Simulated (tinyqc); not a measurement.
Growth of a silicide layer between metal and silicon: linear-parabolic kinetics, ramp anneals and Kissinger analysis. Which input was changed? Computed by tinyqc, a small Python program. Command: `OMP_NUM_THREADS=1 python tinyqc.py 3014287 3014288 out.jsonl silicide which`. One thread of a shared host (Intel(R) Xeon(R) Processor @ 2.30GHz), about 0.4 s of CPU time with the checks.

One compound layer of thickness x grows by diffusion through itself and reaction at an interface, dx/dt = 1/(2x/K + 1/v), until the metal is used up at x = a h.

Inputs (values chosen for the exercise, modelled on CoSi2):
```
quantity                                 value    unit
metal thickness h                           35      nm
silicide formed per metal thickness a     3.52       -
prefactor of the parabolic constant K  1.3e+14  nm^2/s
activation energy E of K                   2.4      eV
prefactor of the interface velocity v  1.3e+15    nm/s
activation energy E_v                     2.64      eV
temperature T                              605       C
time t                                     5.1       s
```

Constants: k_B = 8.617333262e-05 eV/K.

Method:
- The silicide ends at the thickness a h.
- K = K0 exp(-E/(k_B T)), v = v0 exp(-E_v/(k_B T)).
- Temperatures in kelvin are T(C) + 273.15.
- x^2/K + x/v = t, so x = (K/(2v)) [sqrt(1 + 4 v^2 t/K) - 1], capped at a h; completion time t_c = (a h)^2/K + a h/v, a h being the final thickness; crossover thickness K/v.

Problem. One of these inputs alone was changed, within the range given: prefactor of the parabolic constant K (6.5e+13 to 2.6e+14); activation energy E of K (1.2 to 2.8); prefactor of the interface velocity v (6.5e+14 to 2.6e+15); temperature T (302.5 to 900). Which one, and to what value?

Results:
```
run     crossover thickness (nm)  thickness at time t (nm)  completion time (s)
before                  2.384408                  2.354973             7069.830
after                   1.949516                  2.505367             7045.348
```

Solution.

Each candidate set to reproduce crossover thickness, and what it then gives:
```
candidate                                           range searched  value needed  thickness at time t (nm)  completion time (s)
prefactor of the parabolic constant K (nm^2/s)  6.5e+13 to 2.6e+14      1.063e14                    2.1994               8617.0
activation energy E of K (eV)                           1.2 to 2.8         2.415                    2.1994               8617.0
prefactor of the interface velocity v (nm/s)    6.5e+14 to 2.6e+15      1.590e15                    2.5054               7045.3
temperature T (C)                                     302.5 to 900         664.5                    8.2208                940.5
```

Only prefactor of the interface velocity v fits every result: it went from 1.3e+15 to 1.59e15 nm/s. The next best candidate, activation energy E of K, misses one result by 22 %.

Caution: a disilicide really forms through metal-rich phases and by nucleation, not as one layer from the metal.
